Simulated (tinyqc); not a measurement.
What moves the results: virtual-crystal alloy A(1-x)B(x) in sp3s* tight binding. A value that a table varies takes the place of the one given here.

sp3s* tight binding, nearest neighbours only: anion (a) at 0, cation (c) at a/4 (1,1,1), orbitals s, px, py, pz, s* on each; k in units of 2 pi/a. With phases e_j = exp(i (pi/2) k.n_j) for n = (1,1,1), (1,-1,-1), (-1,1,-1), (-1,-1,1): g0 = (e1+e2+e3+e4)/4, g1 = (e1+e2-e3-e4)/4, g2 = (e1-e2+e3-e4)/4, g3 = (e1-e2-e3+e4)/4. The diagonal holds the levels Esa, Epa, Exa (s*) and Esc, Epc, Exc. Anion-cation block: <sa|sc> = Vss g0; <sa|xc> = Vsapc g1; <xa|sc> = -Vscpa g1; <xa|xc> = Vxx g0; <xa|yc> = <ya|xc> = Vxy g3, <xa|zc> = <za|xc> = Vxy g2, <ya|zc> = <za|yc> = Vxy g1; <s*a|xc> = Vxapc g1; <xa|s*c> = -Vpaxc g1; y and z take g2 and g3 in place of g1; s-s* and s*-s* vanish.

Virtual crystal: a(x) = (1 - x) aA + x aB (Vegard); the six levels are averaged linearly; the seven couplings follow Harrison's rule, V(x) a(x)^2 = (1 - x) V_A aA^2 + x V_B aB^2. No spin-orbit coupling and no disorder. Gaps are measured from the top of the valence band at Gamma; the Delta value is the minimum on (kx,0,0) for kx from 0.5 to 1.

Values chosen for the exercise (A near a published set for Si, B for Ge; such sets place X and L only to about 0.5 eV; the results hold for these values, not for the real material): aA = 5.427 angstrom (lattice constant of A); aB = 5.657 angstrom (of B); pA = (-4.216, 1.717, -4.216, 1.717, 6.661, 6.661, -8.328, 1.71, 4.578, 5.734, 5.734, 5.358, 5.358) eV (order Esa, Epa, Esc, Epc, Exa, Exc, Vss, Vxx, Vxy, Vsapc, Vscpa, Vxapc, Vpaxc); pB = (-5.861, 1.609, -5.861, 1.609, 6.367, 6.367, -6.789, 1.612, 4.919, 5.481, 5.481, 5.216, 5.216) eV (the same for B); x = 0.39 (fraction of B).

## Gaps across the alloy

Bowing b from E(x) = (1 - x) E(0) + x E(1) - b x (1 - x), taken at x = 0.5.

Gaps (eV):

| x | a (angstrom) | Gamma | Delta | L |
|---|---|---|---|---|
| 0.000 | 5.4270 | 3.4200 | 1.1661 | 2.4900 |
| 0.125 | 5.4558 | 3.3943 | 1.1213 | 2.2661 |
| 0.250 | 5.4845 | 3.2887 | 1.0762 | 2.0449 |
| 0.375 | 5.5133 | 2.8864 | 1.0306 | 1.8265 |
| 0.500 | 5.5420 | 2.4880 | 0.9847 | 1.6112 |
| 0.625 | 5.5708 | 2.0933 | 0.9385 | 1.3992 |
| 0.750 | 5.5995 | 1.7023 | 0.8919 | 1.1906 |
| 0.875 | 5.6283 | 1.3149 | 0.8449 | 0.9855 |
| 1.000 | 5.6570 | 0.9310 | 0.7976 | 0.7840 |

bowing (eV): Gamma -1.250, Delta -0.011, L 0.103

The lowest valley changes from the Delta line to L near x = 0.99 (linear estimate between rows). The bowing is -1.250 (Gamma), -0.011 (Delta) and +0.103 eV (L); a positive value means that the gap sags below the straight line. At Gamma the lowest empty level is s-like at one end and p-like at the other, so that column has a kink and its b is no true bowing. The virtual crystal leaves out the part of the bowing that comes from disorder and bond relaxation, and this model places the Delta and L valleys only roughly, so crossings, or their absence, can differ from those of the real alloy.

## Two ways to average the couplings

The gaps with the 1/a^2 rule and with a plain linear average of all thirteen parameters.

Gaps (eV):

| x | Gamma | Delta | L | Gamma, linear | Delta, linear | L, linear |
|---|---|---|---|---|---|---|
| 0.10 | 3.3994 | 1.1303 | 2.3107 | 3.4004 | 1.1305 | 2.3156 |
| 0.25 | 3.2887 | 1.0762 | 2.0449 | 3.3115 | 1.0767 | 2.0551 |
| 0.50 | 2.4880 | 0.9847 | 1.6112 | 2.5180 | 0.9855 | 1.6248 |
| 0.75 | 1.7023 | 0.8919 | 1.1906 | 1.7245 | 0.8925 | 1.2006 |
| 0.90 | 1.2379 | 0.8355 | 0.9449 | 1.2484 | 0.8358 | 0.9497 |

At x = 0.5 the two rules differ by -30.0 (Gamma), -0.8 (Delta) and -13.5 meV (L), with lattice constants 4.24 % apart: in terms of bowing, b = 4 times the sag at x = 0.5, the rule adds +0.120, +0.003 and +0.054 eV. The ends x = 0 and 1 are the same under both rules.

## Composition and lattice constants

Gaps of the alloy. Each row changes one parameter from the base and keeps the others.

Results:

| case | gap Gamma (eV) | gap Delta (eV) | gap L (eV) | kx of the Delta minimum |
|---|---|---|---|---|
| base | 2.8384 | 1.0251 | 1.8005 | 0.758 |
| x = 0.44 | 2.6788 | 1.0068 | 1.7142 | 0.762 |
| aA = 5.318 angstrom | 2.8270 | 1.0249 | 1.7956 | 0.758 |
| aB = 5.544 angstrom | 2.8515 | 1.0254 | 1.8063 | 0.758 |

The largest shifts from the base row, up to three for each result and ties (the steps differ in size, so this ranks the rows, not the parameters). gap Gamma (eV): x -0.1596, aB +0.0131, aA -0.0114. gap Delta (eV): x -0.0183, aB +0.0003, aA -0.0002. gap L (eV): x -0.0863, aB +0.0058, aA -0.0049. kx of the Delta minimum: x +0.004; unchanged at the printed digits by aA and aB. The lattice constants enter only through the weights of the couplings.

(tinyqc, `OMP_NUM_THREADS=1 python tinyqc.py 1480067 1480068 out.jsonl`, Intel(R) Xeon(R) Processor @ 2.30GHz, 1 thread, shared host, about 0.1 s.)
